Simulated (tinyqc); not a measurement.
# Pinning factor and decay constant from two barriers

Inverse problem. phiB = S (phiM - chi) + (1 - S)(Eg - E0) with S = 1/(1 + (1/S0 - 1) exp(-be ti)). Find S0, S at the given thickness and be.

Inputs (values chosen for the exercise); semiconductor values close to those of gallium arsenide; interlayer mass of the order of that in strontium titanate, offset chosen freely:
- Eg = 1.43 eV (band gap)
- chi = 4.18 eV (electron affinity)
- E0 = 0.5 eV (charge-neutrality level above the valence band)
- phiM = 4.18 eV (metal work function)

phiB at ti = 0, 0.4 nm (eV): 0.837  0.75146278

Answer. Each barrier gives its S by linear interpolation between the pinned and the unpinned value; the ratio of the two values of 1/S - 1 is exp(be ti).

S0 = 0.100
S = 0.192
be = 1.90 1/nm

Program tinyqc, `OMP_NUM_THREADS=1 python tinyqc.py 2270158 2270159 out.jsonl`; Intel Xeon 2.30GHz, shared host, one thread, about 0.04 s.
